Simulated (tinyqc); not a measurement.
On-chip interconnect, size-dependent resistivity and RC delay: one step of the calculation.

A rectangular line between two neighbours and two ground planes. Surface and grain-boundary scattering are added to the bulk resistivity as corrections; capacitances are parallel-plate values without fringing; inductance is ignored.

Task. Ladder and Elmore delays. 6 equal pi sections: series Rs = r Lw/6; node capacitances c Lw/6, halved at nodes 0 and 6, with Cl added to node 6; Rd feeds node 0. Elmore delay of node k: the sum, over the resistors on the path to k, of resistance times all capacitance downstream of it.

Inputs (values chosen for the exercise); metal values close to those of copper:

| symbol | value | unit | meaning |
|---|---|---|---|
| Lw | 40 | um | line length |
| Rd | 8500 | ohm | driver resistance |
| Cl | 0.9 | fF | load capacitance |

r = 551.91761 ohm/um
c = 0.22043976 fF/um

Wanted: Rs; C; Elmore delay.

Result.

Rs = 3679.5 ohm
C, node 0 to 6 (fF): [0.73480, 1.4696, 1.4696, 1.4696, 1.4696, 1.4696, 1.6348]
Elmore delay, node 0 to 6 (ps): [82.600, 115.65, 143.30, 165.53, 182.36, 193.79, 199.80]

The far-end value equals Rd (c Lw + Cl) + r Lw (c Lw/2 + Cl) for any number of pi sections; the line resistance contributes 58.7 % of it.

Range of the model: The metal width is under the mean free path, where the thick-limit surface term and the simple sum of corrections lose accuracy.

Computed by the program tinyqc: `OMP_NUM_THREADS=1 python tinyqc.py 2100134 2100135 out.jsonl`, one thread of a shared Intel Xeon 2.30GHz, about 0.01 s for the whole run.
